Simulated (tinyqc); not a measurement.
Q-state Potts model on a small periodic square lattice: enumeration, Metropolis, heat-bath and Wolff steps: one step, computed by the program tinyqc.

E = -J x (number of nearest-neighbour bonds with equal states); n x n sites with periodic edges have 2 n^2 bonds. Order parameter m = (q f - 1)/(q - 1), f being the largest share of one state. Sites are numbered row by row from 0. Here q = 2 and n = 4.

Problem. Exact averages. All q^(n^2) states are counted by their number b of equal bonds; weights g(b) exp(K b), K = J/(k_B T). Per site: u = -J <b>/n^2, c/k_B = K^2 (<b^2> - <b>^2)/n^2. ln Z = ln sum g(b) exp(K b); entropy per site s/k_B = (ln Z - K <b>)/n^2.

Inputs (values chosen for the exercise, for a model of domains or grain orientations): coupling J = 34 meV; temperature T = 646 K.

States by number of equal bonds:
```
b    g(b)   probability
0       2  2.966615e-10
4      32  5.462444e-08
6      64  3.706124e-07
8     424  8.329307e-06
10   1728  1.151568e-04
12   6688  1.511977e-03
14  13568  1.040561e-02
16  20524  5.339700e-02
18  13568  1.197495e-01
20   6688  2.002429e-01
22   1728  1.755123e-01
24    424  1.460941e-01
26     64  7.480828e-02
28     32  1.268886e-01
32      2  9.126591e-02
```

K = 0.6107641

Give: <b>; energy u; heat capacity c; entropy s.

Solution.

<b> = 22.966

energy u = -48.802 meV/site

heat capacity c = 0.46671 k_B/site

entropy s = 0.53781 k_B/site
